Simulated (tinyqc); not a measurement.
Worked calculation: MP2 on RHF in the 6-31g basis, for H3-, spin multiplicity 1. The basis has no diffuse functions, so it cannot describe the extra electron: this is an exercise in the method, not the real anion. Computed by tinyqc, a small Python program that keeps every step (integrals from PySCF). Settings: charge = -1, multiplicity = 1, basis = 6-31g, method = RHF, energy threshold = 1e-10, iteration cap = 62, orthogonalisation = symmetric, start = atomic densities, DIIS depth = 6. Command: `OMP_NUM_THREADS=1 python tinyqc.py 31426 31427 out.jsonl` (the two numbers bound the seeds that draw the settings). One thread of a shared host (Intel(R) Xeon(R) Processor @ 2.60GHz), about 0.08 s of CPU time with the checks. The early iterations of the SCF are left out here.

## One-electron integrals

Geometry (angstrom):

| atom | x | y | z |
|---|---|---|---|
| H | 0.000000 | 0.000000 | 0.000000 |
| H | 0.000000 | 0.000000 | 0.925000 |
| H | 0.000000 | 0.880000 | -0.466000 |

Basis 6-31g: exponents (1/bohr^2) and contraction coefficients of normalised primitives:

| element | l (shell) | exponent | coefficient |
|---|---|---|---|
| H | s (1) | 18.731137 | 0.033495 |
| H | s (1) | 2.825394 | 0.234727 |
| H | s (1) | 0.640122 | 0.813757 |
| H | s (2) | 0.161278 | 1.000000 |

Overlap, kinetic and nuclear-attraction integrals over the contracted functions; the nuclear repulsion is the sum of Za Zb / Rab.

nuclear repulsion = 1.42500403 hartree

overlap S:
```
          1H 1s     1H 2s     2H 1s     2H 2s     3H 1s     3H 2s
1H 1s  1.000000  0.658292  0.304563  0.440564  0.256037  0.413353
1H 2s  0.658292  1.000000  0.440564  0.781616  0.413353  0.751612
2H 1s  0.304563  0.440564  1.000000  0.658292  0.031638  0.184885
2H 2s  0.440564  0.781616  0.658292  1.000000  0.184885  0.458322
3H 1s  0.256037  0.413353  0.031638  0.184885  1.000000  0.658292
3H 2s  0.413353  0.751612  0.184885  0.458322  0.658292  1.000000
```

kinetic energy T (hartree):
```
          1H 1s     1H 2s      2H 1s     2H 2s      3H 1s     3H 2s
1H 1s  1.395678  0.259735   0.071144  0.127007   0.030267  0.112207
1H 2s  0.259735  0.241917   0.127007  0.158027   0.112207  0.147215
2H 1s  0.071144  0.127007   1.395678  0.259735  -0.036964  0.011091
2H 2s  0.127007  0.158027   0.259735  0.241917   0.011091  0.053207
3H 1s  0.030267  0.112207  -0.036964  0.011091   1.395678  0.259735
3H 2s  0.112207  0.147215   0.011091  0.053207   0.259735  0.241917
```

nuclear attraction V (hartree):
```
           1H 1s      1H 2s      2H 1s      2H 2s      3H 1s      3H 2s
1H 1s  -2.753869  -1.454408  -0.751685  -0.981252  -0.613453  -0.915159
1H 2s  -1.454408  -1.583187  -0.923453  -1.231715  -0.851212  -1.180785
2H 1s  -0.751685  -0.923453  -2.544855  -1.321539  -0.070256  -0.389239
2H 2s  -0.981252  -1.231715  -1.321539  -1.438697  -0.382364  -0.732826
3H 1s  -0.613453  -0.851212  -0.070256  -0.382364  -2.505235  -1.298424
3H 2s  -0.915159  -1.180785  -0.389239  -0.732826  -1.298424  -1.420308
```

core Hamiltonian H = T + V (hartree):
```
           1H 1s      1H 2s      2H 1s      2H 2s      3H 1s      3H 2s
1H 1s  -1.358191  -1.194673  -0.680541  -0.854245  -0.583186  -0.802953
1H 2s  -1.194673  -1.341271  -0.796445  -1.073688  -0.739006  -1.033569
2H 1s  -0.680541  -0.796445  -1.149176  -1.061804  -0.107220  -0.378149
2H 2s  -0.854245  -1.073688  -1.061804  -1.196780  -0.371274  -0.679620
3H 1s  -0.583186  -0.739006  -0.107220  -0.371274  -1.109557  -1.038689
3H 2s  -0.802953  -1.033569  -0.378149  -0.679620  -1.038689  -1.178391
```

## Two-electron integrals

Functions are numbered as in S; the eight-fold symmetry (ij|kl) = (ji|kl) = (kl|ij) leaves the list below.

Two-electron integrals (ij|kl) in chemists' order, unique and non-zero (hartree):
```
(11|11) 1.076566   (21|11) 0.578470   (21|21) 0.329423   (22|11) 0.587396
(22|21) 0.361304   (22|22) 0.453150   (31|11) 0.254468   (31|21) 0.147275
(31|22) 0.164821   (31|31) 0.087239   (32|11) 0.268617   (32|21) 0.165991
(32|22) 0.207539   (32|31) 0.105560   (32|32) 0.146460   (33|11) 0.556082
(33|21) 0.352807   (33|22) 0.458463   (33|31) 0.254468   (33|32) 0.378309
(33|33) 1.076566   (41|11) 0.378309   (41|21) 0.216587   (41|22) 0.239558
(41|31) 0.105560   (41|32) 0.122162   (41|33) 0.268617   (41|41) 0.146460
(42|11) 0.429215   (42|21) 0.266204   (42|22) 0.340167   (42|31) 0.137329
(42|32) 0.184157   (42|33) 0.429215   (42|41) 0.184157   (42|42) 0.276840
(43|11) 0.352807   (43|21) 0.222520   (43|22) 0.290085   (43|31) 0.147275
(43|32) 0.216587   (43|33) 0.578470   (43|41) 0.165991   (43|42) 0.266204
(43|43) 0.329423   (44|11) 0.458463   (44|21) 0.290085   (44|22) 0.388543
(44|31) 0.164821   (44|32) 0.239558   (44|33) 0.587396   (44|41) 0.207539
(44|42) 0.340167   (44|43) 0.361304   (44|44) 0.453150   (51|11) 0.207970
(51|21) 0.121173   (51|22) 0.137042   (51|31) 0.047458   (51|32) 0.053369
(51|33) 0.109177   (51|41) 0.076503   (51|42) 0.095175   (51|43) 0.070992
(51|44) 0.099549   (51|51) 0.061112   (52|11) 0.241208   (52|21) 0.150114
(52|22) 0.190448   (52|31) 0.058425   (52|32) 0.070421   (52|33) 0.146489
(52|41) 0.094625   (52|42) 0.131007   (52|43) 0.095801   (52|44) 0.138961
(52|51) 0.082272   (52|52) 0.128784   (53|11) 0.024942   (53|21) 0.014697
(53|22) 0.016815   (53|31) 0.007393   (53|32) 0.008768   (53|33) 0.019312
(53|41) 0.010084   (53|42) 0.013149   (53|43) 0.011961   (53|44) 0.014986
(53|51) 0.006338   (53|52) 0.008304   (53|53) 0.000897   (54|11) 0.113203
(54|21) 0.069866   (54|22) 0.087221   (54|31) 0.028678   (54|32) 0.034663
(54|33) 0.072643   (54|41) 0.044927   (54|42) 0.062002   (54|43) 0.047224
(54|44) 0.066990   (54|51) 0.037054   (54|52) 0.056406   (54|53) 0.004053
(54|54) 0.025441   (55|11) 0.521501   (55|21) 0.333685   (55|22) 0.442963
(55|31) 0.125814   (55|32) 0.154568   (55|33) 0.321431   (55|41) 0.208238
(55|42) 0.298849   (55|43) 0.211365   (55|44) 0.314278   (55|51) 0.207970
(55|52) 0.353653   (55|53) 0.019312   (55|54) 0.151147   (55|55) 1.076566
(61|11) 0.353653   (61|21) 0.202640   (61|22) 0.224429   (61|31) 0.086872
(61|32) 0.097729   (61|33) 0.205086   (61|41) 0.131463   (61|42) 0.162092
(61|43) 0.130651   (61|44) 0.174326   (61|51) 0.082272   (61|52) 0.104868
(61|53) 0.009560   (61|54) 0.048335   (61|55) 0.241208   (61|61) 0.128784
(62|11) 0.408487   (62|21) 0.253662   (62|22) 0.325056   (62|31) 0.108941
(62|32) 0.135896   (62|33) 0.293655   (62|41) 0.164891   (62|42) 0.235299
(62|43) 0.188530   (62|44) 0.262098   (62|51) 0.110856   (62|52) 0.165488
(62|53) 0.012768   (62|54) 0.074295   (62|55) 0.408487   (62|61) 0.165488
(62|62) 0.255994   (63|11) 0.118222   (63|21) 0.072422   (63|22) 0.089091
(63|31) 0.044462   (63|32) 0.060014   (63|33) 0.151147   (63|41) 0.052735
(63|42) 0.077454   (63|43) 0.087500   (63|44) 0.098519   (63|51) 0.024825
(63|52) 0.032855   (63|53) 0.004053   (63|54) 0.016251   (63|55) 0.072643
(63|61) 0.043689   (63|62) 0.060659   (63|63) 0.025441   (64|11) 0.249212
(64|21) 0.154747   (64|22) 0.198274   (64|31) 0.074708   (64|32) 0.097539
(64|33) 0.220250   (64|41) 0.104784   (64|42) 0.154928   (64|43) 0.138682
(64|44) 0.183571   (64|51) 0.063357   (64|52) 0.091974   (64|53) 0.008294
(64|54) 0.043026   (64|55) 0.220250   (64|61) 0.098828   (64|62) 0.149921
(64|63) 0.043026   (64|64) 0.095188   (65|11) 0.333685   (65|21) 0.212027
(65|22) 0.281232   (65|31) 0.081998   (65|32) 0.101131   (65|33) 0.211365
(65|41) 0.133409   (65|42) 0.192193   (65|43) 0.138718   (65|44) 0.204667
(65|51) 0.121173   (65|52) 0.202640   (65|53) 0.011961   (65|54) 0.087500
(65|55) 0.578470   (65|61) 0.150114   (65|62) 0.253662   (65|63) 0.047224
(65|64) 0.138682   (65|65) 0.329423   (66|11) 0.442963   (66|21) 0.281232
(66|22) 0.379863   (66|31) 0.115961   (66|32) 0.146976   (66|33) 0.314278
(66|41) 0.180581   (66|42) 0.268434   (66|43) 0.204667   (66|44) 0.296643
(66|51) 0.137042   (66|52) 0.224429   (66|53) 0.014986   (66|54) 0.098519
(66|55) 0.587396   (66|61) 0.190448   (66|62) 0.325056   (66|63) 0.066990
(66|64) 0.183571   (66|65) 0.361304   (66|66) 0.453150
```

## Orthogonalisation

S = U s U^T; symmetric (Loewdin) form X = U s^(-1/2) U^T, so that X^T S X = 1.

eigenvalues of S: 0.082958  0.235946  0.428278  0.664458  1.276072  3.312288

X:
```
           1H 1s      1H 2s      2H 1s      2H 2s      3H 1s      3H 2s
1H 1s   1.274455  -0.554289  -0.079739   0.058779  -0.050561   0.048295
1H 2s  -0.554289   2.413865  -0.010301  -0.875624  -0.017728  -0.799334
2H 1s  -0.079739  -0.010301   1.265580  -0.489461   0.031047   0.045959
2H 2s   0.058779  -0.875624  -0.489461   1.786898   0.044253   0.037373
3H 1s  -0.050561  -0.017728   0.031047   0.044253   1.260695  -0.490473
3H 2s   0.048295  -0.799334   0.045959   0.037373  -0.490473   1.718662
```

## Iteration 8 (converged): orbitals

converged F (hartree):
```
           1H 1s      1H 2s      2H 1s      2H 2s      3H 1s      3H 2s
1H 1s   0.338773  -0.298908  -0.315164  -0.307408  -0.282015  -0.286521
1H 2s  -0.298908  -0.130349  -0.270291  -0.159238  -0.242764  -0.152224
2H 1s  -0.315164  -0.270291   0.387523  -0.257945  -0.068865  -0.147075
2H 2s  -0.307408  -0.159238  -0.257945  -0.063069  -0.138658  -0.126357
3H 1s  -0.282015  -0.242764  -0.068865  -0.138658   0.429249  -0.234673
3H 2s  -0.286521  -0.152224  -0.147075  -0.126357  -0.234673  -0.047658
```

Diagonalise F' = X^T F X, C = X C', fill 2 alpha and 2 beta electrons from the bottom; D = 2 C_occ C_occ^T. Each column has its largest component positive (the first on a tie).

F' = X^T F X (hartree):
```
           1          2          3          4          5          6
1   0.940088  -0.567844  -0.307333  -0.093646  -0.244981  -0.093202
2  -0.567844   0.604229  -0.123302  -0.162722  -0.122585  -0.153645
3  -0.307333  -0.123302   0.962676  -0.609723   0.090765   0.015203
4  -0.093646  -0.162722  -0.609723   0.490449   0.014381  -0.045841
5  -0.244981  -0.122585   0.090765   0.014381   0.982767  -0.615478
6  -0.093202  -0.153645   0.015203  -0.045841  -0.615478   0.487832
```

orbital energies (hartree): MO1 -0.300628, MO2 0.057360, MO3 0.526044, MO4 1.208998, MO5 1.363860, MO6 1.612407

coefficients C:
```
            MO1        MO2        MO3        MO4        MO5        MO6
1H 1s  0.279245  -0.005975   0.156314  -0.934682  -0.140973  -0.974794
1H 2s  0.271547   0.010950   2.002810   1.231681   0.153156   1.383637
2H 1s  0.204728  -0.220246  -0.039218  -0.688409   0.768315   0.833445
2H 2s  0.222602  -0.709990  -1.304869   0.272733  -0.948799  -0.987511
3H 1s  0.174056   0.231869  -0.039681  -0.386235  -1.047615   0.709508
3H 2s  0.189254   0.758452  -1.156368  -0.082948   1.085498  -0.840058
```

D after iteration 8:
```
          1H 1s     1H 2s      2H 1s      2H 2s      3H 1s      3H 2s
1H 1s  0.156027  0.151526   0.116970   0.132805   0.094438   0.096633
1H 2s  0.151526  0.147716   0.106363   0.105345   0.099607   0.119393
2H 1s  0.116970  0.106363   0.180844   0.403891  -0.030869  -0.256602
2H 2s  0.132805  0.105345   0.403891   1.107274  -0.251760  -0.992731
3H 1s  0.094438  0.099607  -0.030869  -0.251760   0.168118   0.417605
3H 2s  0.096633  0.119393  -0.256602  -0.992731   0.417605   1.222134
```

## Convergence

Stop when the energy changes by less than 1e-10 hartree and every element of the error matrix X^T (F D S - S D F) X is below 3e-06.

Course of the cycle:

| iteration | E (hartree) | change | largest element of the error matrix |
|---|---|---|---|
| 1 | -1.42591285 | - | 2.01e-01 |
| 2 | -1.49554846 | -6.96e-02 | 4.34e-02 |
| 3 | -1.49868144 | -3.13e-03 | 8.43e-03 |
| 4 | -1.49881376 | -1.32e-04 | 6.99e-04 |
| 5 | -1.49881502 | -1.26e-06 | 1.15e-04 |
| 6 | -1.49881508 | -5.78e-08 | 1.72e-05 |
| 7 | -1.49881508 | -1.06e-09 | 1.07e-06 |
| 8 | -1.49881508 | -2.75e-12 | 1.16e-07 |

PySCF RHF in the same basis = -1.49881508 hartree

Converged in 8 iterations.

## Integrals over molecular orbitals

(pq|rs) = sum C_ip C_jq C_kr C_ls (ij|kl), one index at a time.

one-electron integrals over orbitals h = C^T H C (hartree):
```
           1          2          3          4          5          6
1  -1.577486   0.000818  -0.090962   0.211466   0.028769   0.015714
2   0.000818  -1.103065  -0.000982  -0.041229   0.249028   0.006772
3  -0.090962  -0.000982  -0.810067   0.055521   0.005359   0.246496
4   0.211466  -0.041229   0.055521  -0.379212  -0.004042  -0.035565
5   0.028769   0.249028   0.005359  -0.004042  -0.244259  -0.003362
6   0.015714   0.006772   0.246496  -0.035565  -0.003362  -0.208082
```

Two-electron integrals over orbitals (pq|rs), unique and non-zero (hartree):
```
(11|11) 0.536093    (21|11) -0.012384   (21|21) 0.108533    (22|11) 0.424649
(22|21) 0.011566    (22|22) 0.419660    (31|11) 0.055421    (31|21) 0.003447
(31|22) -0.011607   (31|31) 0.065692    (32|11) 0.006375    (32|21) -0.058755
(32|22) -0.008321   (32|31) -0.001683   (32|32) 0.054747    (33|11) 0.388304
(33|21) -0.004445   (33|22) 0.339971    (33|31) 0.032599    (33|32) 0.004270
(33|33) 0.345035    (41|11) -0.111117   (41|21) 0.013095    (41|22) -0.060326
(41|31) -0.022290   (41|32) -0.003638   (41|33) -0.041526   (41|41) 0.077013
(42|11) 0.021441    (42|21) -0.020303   (42|22) 0.011442    (42|31) 0.001306
(42|32) 0.005789    (42|33) 0.007054    (42|41) -0.015941   (42|42) 0.024260
(43|11) -0.025643   (43|21) 0.002869    (43|22) -0.010368   (43|31) 0.004884
(43|32) -0.003358   (43|33) -0.004224   (43|41) 0.025900    (43|42) 0.001560
(43|43) 0.034602    (44|11) 0.476480    (44|21) -0.032875   (44|22) 0.368262
(44|31) 0.063861    (44|32) 0.016698    (44|33) 0.363325    (44|41) -0.093805
(44|42) 0.022372    (44|43) -0.013941   (44|44) 0.461019    (51|11) -0.008150
(51|21) -0.057247   (51|22) -0.015024   (51|31) -0.004288   (51|32) 0.022286
(51|33) -0.004682   (51|41) -0.002274   (51|42) 0.030390    (51|43) 0.004995
(51|44) 0.007400    (51|51) 0.057653    (52|11) -0.107189   (52|21) -0.009429
(52|22) -0.091898   (52|31) 0.002121    (52|32) 0.003834    (52|33) -0.040739
(52|41) 0.050032    (52|42) -0.005393   (52|43) 0.000824    (52|44) -0.076799
(52|51) 0.019303    (52|52) 0.085754    (53|11) -0.002647   (53|21) 0.001702
(53|22) -0.000260   (53|31) 0.000286    (53|32) 0.010791    (53|33) 0.001275
(53|41) 0.006507    (53|42) -0.010530   (53|43) 0.001903    (53|44) -0.002068
(53|51) -0.014672   (53|52) -0.005158   (53|53) 0.017063    (54|11) -0.004144
(54|21) 0.080523    (54|22) 0.002331    (54|31) 0.012524    (54|32) -0.040793
(54|33) 0.001319    (54|41) 0.010183    (54|42) -0.020836   (54|43) 0.000625
(54|44) -0.018466   (54|51) -0.050287   (54|52) -0.003757   (54|53) 0.005068
(54|54) 0.071727    (55|11) 0.441081    (55|21) 0.042479    (55|22) 0.434682
(55|31) -0.009638   (55|32) -0.024000   (55|33) 0.335491    (55|41) -0.078933
(55|42) 0.006954    (55|43) -0.006745   (55|44) 0.378745    (55|51) -0.040781
(55|52) -0.133883   (55|53) 0.004025    (55|54) 0.026768    (55|55) 0.503599
(61|11) -0.024975   (61|21) -0.007363   (61|22) 0.039485    (61|31) -0.050906
(61|32) 0.002987    (61|33) -0.018014   (61|41) 0.020401    (61|42) 0.007059
(61|43) 0.026968    (61|44) -0.034228   (61|51) 0.008418    (61|52) -0.035782
(61|53) 0.003100    (61|54) -0.018700   (61|55) 0.056901    (61|61) 0.087971
(62|11) -0.009979   (62|21) 0.069708    (62|22) 0.005823    (62|31) 0.002554
(62|32) -0.032264   (62|33) -0.002452   (62|41) 0.012992    (62|42) -0.028819
(62|43) -0.001385   (62|44) -0.023718   (62|51) -0.056532   (62|52) -0.010116
(62|53) 0.016992    (62|54) 0.059489    (62|55) 0.030566    (62|61) -0.007803
(62|62) 0.067581    (63|11) -0.106818   (63|21) 0.002522    (63|22) -0.058015
(63|31) -0.031183   (63|32) -0.000524   (63|33) -0.049293   (63|41) 0.054484
(63|42) -0.008296   (63|43) 0.014754    (63|44) -0.091153   (63|51) 0.005470
(63|52) 0.041012    (63|53) 0.002642    (63|54) -0.001649   (63|55) -0.068727
(63|61) 0.022959    (63|62) 0.003099    (63|63) 0.052982    (64|11) 0.043010
(64|21) 0.021842    (64|22) -0.029436   (64|31) 0.067538    (64|32) -0.011843
(64|33) 0.028309    (64|41) -0.026270   (64|42) -0.009685   (64|43) -0.016953
(64|44) 0.056560    (64|51) -0.019172   (64|52) 0.026675    (64|53) -0.001149
(64|54) 0.034443    (64|55) -0.042541   (64|61) -0.091922   (64|62) 0.019238
(64|63) -0.033146   (64|64) 0.115026    (65|11) 0.018909    (65|21) -0.110976
(65|22) -0.018076   (65|31) 0.006616    (65|32) 0.064937    (65|33) 0.008377
(65|41) -0.020930   (65|42) 0.037664    (65|43) -0.003434   (65|44) 0.046375
(65|51) 0.078970    (65|52) 0.020468    (65|53) -0.009813   (65|54) -0.093565
(65|55) -0.062284   (65|61) -0.003800   (65|62) -0.091461   (65|63) -0.007394
(65|64) -0.012937   (65|65) 0.150547    (66|11) 0.547116    (66|21) -0.017027
(66|22) 0.440905    (66|31) 0.052854    (66|32) 0.008613    (66|33) 0.392829
(66|41) -0.146066   (66|42) 0.027573    (66|43) -0.034632   (66|44) 0.501576
(66|51) -0.009080   (66|52) -0.133766   (66|53) -0.004356   (66|54) -0.010493
(66|55) 0.481333    (66|61) -0.020906   (66|62) -0.015095   (66|63) -0.128727
(66|64) 0.042753    (66|65) 0.026375    (66|66) 0.614535
```

## Second-order Moller-Plesset energy

Hartree-Fock energy = -1.49881508 hartree

E2 = sum_ijab (ia|jb) [2 (ia|jb) - (ib|ja)] / (e_i + e_j - e_a - e_b) over occupied i, j and virtual a, b; the opposite-spin part is (ia|jb)^2 / denominator, the rest is same-spin, and SCS-MP2 scales them by 6/5 and 1/3.

Terms (the 40 largest of 64):

| i | j | a | b | (ia\|jb) | (ib\|ja) | denominator | term |
|---|---|---|---|---|---|---|---|
| 2 | 2 | 3 | 3 | 0.054747 | 0.054747 | -0.937368 | -0.003198 |
| 2 | 2 | 5 | 5 | 0.085754 | 0.085754 | -2.613000 | -0.002814 |
| 1 | 1 | 3 | 3 | 0.065692 | 0.065692 | -1.653342 | -0.002610 |
| 1 | 1 | 6 | 6 | 0.087971 | 0.087971 | -3.826070 | -0.002023 |
| 1 | 1 | 4 | 4 | 0.077013 | 0.077013 | -3.019252 | -0.001964 |
| 2 | 2 | 6 | 6 | 0.067581 | 0.067581 | -3.110095 | -0.001468 |
| 1 | 2 | 5 | 6 | -0.056532 | -0.035782 | -3.219535 | -0.001357 |
| 2 | 1 | 6 | 5 | -0.056532 | -0.035782 | -3.219535 | -0.001357 |
| 2 | 1 | 5 | 4 | 0.050032 | 0.030390 | -2.816126 | -0.001238 |
| 1 | 2 | 4 | 5 | 0.050032 | 0.030390 | -2.816126 | -0.001238 |
| 1 | 1 | 5 | 5 | 0.057653 | 0.057653 | -3.328975 | -0.000998 |
| 1 | 1 | 3 | 6 | -0.050906 | -0.050906 | -2.739706 | -0.000946 |
| 1 | 1 | 6 | 3 | -0.050906 | -0.050906 | -2.739706 | -0.000946 |
| 2 | 2 | 3 | 6 | -0.032264 | -0.032264 | -2.023732 | -0.000514 |
| 2 | 2 | 6 | 3 | -0.032264 | -0.032264 | -2.023732 | -0.000514 |
| 1 | 2 | 5 | 3 | 0.022286 | 0.002121 | -2.133171 | -0.000444 |
| 2 | 1 | 3 | 5 | 0.022286 | 0.002121 | -2.133171 | -0.000444 |
| 2 | 2 | 6 | 4 | -0.028819 | -0.028819 | -2.706686 | -0.000307 |
| 2 | 2 | 4 | 6 | -0.028819 | -0.028819 | -2.706686 | -0.000307 |
| 2 | 2 | 4 | 4 | 0.024260 | 0.024260 | -2.303278 | -0.000256 |
| 1 | 1 | 4 | 3 | -0.022290 | -0.022290 | -2.336297 | -0.000213 |
| 1 | 1 | 3 | 4 | -0.022290 | -0.022290 | -2.336297 | -0.000213 |
| 1 | 2 | 6 | 5 | -0.035782 | -0.056532 | -3.219535 | -0.000167 |
| 2 | 1 | 5 | 6 | -0.035782 | -0.056532 | -3.219535 | -0.000167 |
| 1 | 2 | 5 | 5 | 0.019303 | 0.019303 | -2.970987 | -0.000125 |
| 2 | 1 | 5 | 5 | 0.019303 | 0.019303 | -2.970987 | -0.000125 |
| 1 | 1 | 6 | 4 | 0.020401 | 0.020401 | -3.422661 | -0.000122 |
| 1 | 1 | 4 | 6 | 0.020401 | 0.020401 | -3.422661 | -0.000122 |
| 2 | 1 | 4 | 5 | 0.030390 | 0.050032 | -2.816126 | -0.000116 |
| 1 | 2 | 5 | 4 | 0.030390 | 0.050032 | -2.816126 | -0.000116 |
| 2 | 1 | 4 | 4 | -0.015941 | -0.015941 | -2.661265 | -0.000095 |
| 1 | 2 | 4 | 4 | -0.015941 | -0.015941 | -2.661265 | -0.000095 |
| 1 | 2 | 4 | 6 | 0.012992 | 0.007059 | -3.064674 | -0.000080 |
| 2 | 1 | 6 | 4 | 0.012992 | 0.007059 | -3.064674 | -0.000080 |
| 2 | 2 | 6 | 5 | -0.010116 | -0.010116 | -2.861548 | -0.000036 |
| 2 | 2 | 5 | 6 | -0.010116 | -0.010116 | -2.861548 | -0.000036 |
| 2 | 2 | 4 | 3 | 0.005789 | 0.005789 | -1.620323 | -0.000021 |
| 2 | 2 | 3 | 4 | 0.005789 | 0.005789 | -1.620323 | -0.000021 |
| 1 | 1 | 5 | 6 | 0.008418 | 0.008418 | -3.577522 | -0.000020 |
| 1 | 1 | 6 | 5 | 0.008418 | 0.008418 | -3.577522 | -0.000020 |

Pair energies (hartree; pair i-j sums ij and ji):

| pair | opposite spin | same spin |
|---|---|---|
| 1-1 | -0.010214 | 0 |
| 2-1 | -0.006336 | -0.000971 |
| 2-2 | -0.009531 | 0 |

MP2 correlation energy = -0.02705183 hartree

SCS-MP2 correlation energy = -0.03162104 hartree

MP2 total energy = -1.52586691 hartree
